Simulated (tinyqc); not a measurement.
Size effects in the resistivity of thin metal films and interconnect lines: one step, computed by the program tinyqc. Command: `OMP_NUM_THREADS=1 python tinyqc.py 3012269 3012270 out.jsonl size walk`. One thread of a shared host (Intel(R) Xeon(R) Processor @ 2.30GHz), about 0.01 s of CPU time with the checks.

Electrons lose their drift at surfaces (a share 1 - p of the hits) and at grain boundaries (reflection R), besides bulk scattering. The line sits in a trench with a non-conducting liner on both walls and the bottom; the spacing equals the drawn width.

Problem. Metal cross-section. Metal width w_m = w - 2t, height h_m = (aspect ratio) w - t, grain size D = (ratio) w_m.

Inputs (values chosen for the exercise, modelled on gold):
```
quantity                          value  unit
drawn line width w                   98    nm
grain size over metal width        0.77     -
aspect ratio (height over width)    1.5     -
liner thickness t                   0.7    nm
```

Geometry: line.

Give: metal width w_m; metal height h_m; grain size D; share of the trench filled by metal.

Solution.

metal width w_m = 96.6 nm

metal height h_m = 146.3 nm

grain size D = 74.382 nm

share of the trench filled by metal = 98.10 %
